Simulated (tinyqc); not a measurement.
# Changing the correlation length Lambda

Model: low-temperature mobility of a two-dimensional electron gas with static screening. Computed by tinyqc, a small Python program. Command: `OMP_NUM_THREADS=1 python tinyqc.py 3013831 3013832 out.jsonl twodeg sweep`. One thread of a shared host (Intel(R) Xeon(R) Processor @ 2.30GHz), about 0.05 s of CPU time with the checks.

One subband is filled, the gas is degenerate and scatters at the Fermi circle; one permittivity serves on both sides of the interface. All formulas are in SI units, masses times m_0. Piezoelectric and polar phonons are left out, and n_s is taken as set by a gate, independent of N_i.

Inputs (values chosen for the exercise, modelled on an InAs channel):
```
quantity                                        value    unit
in-plane mass m                                0.0295     m_0
mass across the layer m_z                      0.0305     m_0
permittivity eps                                 15.1       -
valley degeneracy g_v                               1       -
sheet density n_s                             7.1e+11  1/cm^2
depletion charge N_d                          3.3e+10  1/cm^2
roughness height Delta                           0.45      nm
remote charge density N_i                     3.5e+10  1/cm^2
distance d of the charges from the interface       15      nm
density rho                                      5680  kg/m^3
sound velocity v_l                               4340     m/s
deformation potential D_A                         7.5      eV
temperature T                                      77       K
```

Wave function: ideal sheet. Roughness spectrum: exponential.

Constants: m_0 = 9.1093837015e-31 kg; e = 1.602176634e-19 C; eps_0 = 8.8541878128e-12 F/m; hbar = 1.054571817e-34 J s; k_B = 1.380649e-23 J/K.

Method:
- k_F = sqrt(2 pi n_s/g_v); E_F = hbar^2 k_F^2/(2 m); q_TF = g_v m e^2/(2 pi eps eps_0 hbar^2); Fang-Howard parameter b = [12 m_z e^2 (N_d + 11 n_s/32)/(eps eps_0 hbar^2)]^(1/3), mean depth 3/b; effective field F = e (N_d + n_s/2)/(eps eps_0).
- Form factors of a sheet of zero thickness: G(q) = 1, P(q) = exp(-q d). Dielectric function eps(q) = 1 + q_TF G(q)/q, with q = 2 k_F sin(theta/2).
- Roughness: <|U|^2> = (e F)^2 S(q), S = pi Delta^2 Lambda^2/(1 + q^2 Lambda^2/2)^(3/2).
- 1/tau_t = (m/(pi hbar^3)) int_0^pi (1 - cos theta) <|U|^2>/eps(q)^2 dtheta; the quantum rate 1/tau_q drops the factor (1 - cos theta); 200 Gauss-Legendre points in s with theta = pi s^2, s from 0 to 1; mu = e tau_t/m.
- Remote charges: <|U|^2> = N_i [e^2 P(q)/(2 eps eps_0 q)]^2.
- Unscreened deformation potential in equipartition: 1/tau = m D_A^2 k_B T I/(rho v_l^2 hbar^3), I = int |psi|^4 dz = 3 b/16 for the Fang-Howard function (used for both wave-function options); mu = e tau/m. Bloch-Grueneisen temperature T_BG = 2 hbar v_l k_F/k_B.
- At the Fermi circle the rates add, so 1/mu is the sum; sheet resistance 1/(n_s e mu); mean free path hbar k_F mu/e; the quantum time adds the rates 1/tau_q, with the isotropic acoustic rate e/(m mu).

One run for each value; columns: (1) correlation length Lambda (nm); (2) roughness mobility (cm^2/(V s)); (3) tau_t/tau_q, roughness; (4) mobility mu (cm^2/(V s)); (5) remote-charge mobility (cm^2/(V s)):
```
(1)           (2)     (3)         (4)         (5)
0.50   4.4639e+07  0.8265  2.8378e+06  1.4337e+07
0.86   1.5841e+07  0.8353  2.5438e+06  1.4337e+07
1.50   5.9840e+06  0.8613  2.0117e+06  1.4337e+07
2.60   2.8019e+06  0.9323  1.4558e+06  1.4337e+07
4.50   1.8403e+06  1.1068  1.1450e+06  1.4337e+07
7.70   1.7282e+06  1.4691  1.1006e+06  1.4337e+07
13.00  2.0713e+06  2.1191  1.2303e+06  1.4337e+07
23.00  2.9656e+06  3.3187  1.4988e+06  1.4337e+07
40.00  4.6044e+06  5.1358  1.8276e+06  1.4337e+07
```

Over the rows, roughness mobility (cm^2/(V s)) goes from 4.46e7 through a minimum among these rows, 1.73e6 at 7.70, to 4.60e6; tau_t/tau_q, roughness rises from 0.827 to 5.14 (exponent d ln y / d ln x 0.019 between the first rows and 0.79 between the last); mobility mu (cm^2/(V s)) goes from 2.84e6 through a minimum among these rows, 1.10e6 at 7.70, to 1.83e6. Roughness scatters most when k_F Lambda is of order 1, that is near Lambda = 4.7 nm: shorter roughness averages out, longer roughness deflects only through small angles.

Caution (all rows): E_F exceeds 1.1 (hbar^2 e^2 F^2/2 m_z)^(1/3), of the order of the first subband spacing (1.75 times that in a triangular well, less with self-consistent band bending), so a second subband may fill.

Extremes, crossings and ranges named in words are read from the listed rows.
